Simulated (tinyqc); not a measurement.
Worked calculation: Hubbard chain of 3 sites. Computed by tinyqc, a small Python program that keeps every step. Settings: hopping = 1.57, U = 2.3, mixing = 1, iteration cap = 53. Command: `OMP_NUM_THREADS=1 python tinyqc.py 24286 24287 out.jsonl` (the two numbers bound the seeds that draw the settings). One thread of a shared host (Intel(R) Xeon(R) Processor @ 2.60GHz), about 0.2 s of CPU time with the checks. Later iterations appear only in the table of the cycle.

## Mean-field iteration 1

one-body matrix (hopping and site energies) (eV), lower triangle:
```
           1          2         3
1   0.000000
2  -1.570000   0.000000
3   0.000000  -1.570000  0.000000
```

U = 2.300000 eV

electrons, up and down: 2  2

mixing = 1

n(up) at the start (a guess, not normalised): 1 0.967000, 2 0.367000, 3 0.967000

n(down) at the start (a guess): 1 0.367000, 2 0.967000, 3 0.367000

H(up) = T + U n(down), H(down) = T + U n(up); fill the lowest levels; n(new) = n + mixing (n(out) - n); E = tr T (rho up + rho down) + U sum n_up n_down of the output.

levels, up (eV): -0.790959  0.844100  3.859159

levels, down (eV): -0.790959  2.224100  3.859159

energy = -1.154041 eV

n(up) after iteration 1: 1 0.824192, 2 0.351617, 3 0.824192

n(down) after iteration 1: 1 0.675808, 2 0.648383, 3 0.675808

## Mean-field iteration 2

As before.

levels, up (eV): -0.697719  1.554359  3.743360

levels, down (eV): -0.933679  1.895641  3.638038

energy = -1.283766 eV

n(up) after iteration 2: 1 0.746449, 2 0.507102, 3 0.746449

n(down) after iteration 2: 1 0.690563, 2 0.618875, 3 0.690563

## Mean-field iteration 3

As before.

levels, up (eV): -0.715992  1.588294  3.727698

levels, down (eV): -0.795728  1.716833  3.678895

energy = -1.301835 eV

n(up) after iteration 3: 1 0.740724, 2 0.518552, 3 0.740724

n(down) after iteration 3: 1 0.719243, 2 0.561514, 3 0.719243

## Convergence

Each step fills the lowest levels of T + U n(other spin) and sets n(new) = n + mixing (n(out) - n); stop when output and input agree to 1e-8.

Course of the cycle:
```
iteration       E (eV)  largest |n(out) - n(in)|  mean |n_up - n_down|
1          -1.15404106                  3.19e-01              0.197844
2          -1.28376639                  1.55e-01              0.074515
3          -1.30183529                  5.74e-02              0.028641
4          -1.30444970                  2.22e-02              0.010965
5          -1.30483438                  8.46e-03              0.004206
6          -1.30489088                  3.25e-03              0.001613
7          -1.30489918                  1.25e-03              0.000618
8          -1.30490041                  4.78e-04              0.000237
9          -1.30490059                  1.83e-04              0.000091
10         -1.30490061                  7.02e-05              0.000035
11         -1.30490062                  2.69e-05              0.000013
12         -1.30490062                  1.03e-05              0.000005
13         -1.30490062                  3.96e-06              1.96e-06
14         -1.30490062                  1.52e-06              7.53e-07
15         -1.30490062                  5.82e-07              2.89e-07
16         -1.30490062                  2.23e-07              1.11e-07
17         -1.30490062                  8.56e-08              4.25e-08
18         -1.30490062                  3.28e-08              1.63e-08
19         -1.30490062                  1.26e-08              6.24e-09
20         -1.30490062                  4.82e-09              2.39e-09
```

local moments n_up - n_down: 1 0.000000, 2 0.000000, 3 0.000000

Converged in 20 iterations. Before convergence this energy mixes input and output and is not variational, so it may rise towards its limit.

## The many-body Hamiltonian

Basis: all placements (u, d, 2, 0 on each site), up operators ordered before down ones; hops carry the sign of the same-spin electrons passed.

H (eV), lower triangle:
```
           220        2ud        u2d        2du        202        ud2        d2u        du2
220   4.600000
2ud  -1.570000   2.300000
u2d   0.000000  -1.570000   2.300000
2du  -1.570000   0.000000   0.000000   2.300000
202   0.000000  -1.570000   0.000000  -1.570000   4.600000
ud2   0.000000   0.000000  -1.570000   0.000000  -1.570000   2.300000
d2u   0.000000   0.000000   0.000000  -1.570000   0.000000   0.000000   2.300000
du2   0.000000   0.000000   0.000000   0.000000  -1.570000   0.000000  -1.570000   2.300000
022   0.000000   0.000000   0.000000   0.000000   0.000000  -1.570000   0.000000  -1.570000

          022
022  4.600000
```

## Exact diagonalisation (9 states)

Lowest levels of the sector, and the double occupancy of the lowest state.

lowest levels (eV): -1.455213  0.079685  0.949540  2.300000  2.848295  4.520315

double occupancy per site = 0.410034

The mean-field solution above lies 0.1503 eV above the exact energy.

## The lowest level by Lanczos steps

From a random start vector (not printed): a_j = <q_j|H|q_j>, b_j = norm of the remainder after orthogonalising; the Ritz value is the lowest eigenvalue of the tridiagonal matrix of a and b so far.

Lanczos:
```
j  a_j (eV)  b_j (eV)  lowest Ritz value (eV)
1  0.495443  2.861367              0.49544268
2  3.286974  1.614541             -1.29243490
3  3.925756  1.815221             -1.43667541
4  5.089150  2.201208             -1.45201281
5  3.997778  1.911848             -1.45470524
6  3.630445  0.622174             -1.45519819
7  2.095281  0.939510             -1.45521102
8  0.559542  0.051565             -1.45521288
9  4.519631         0             -1.45521288
```
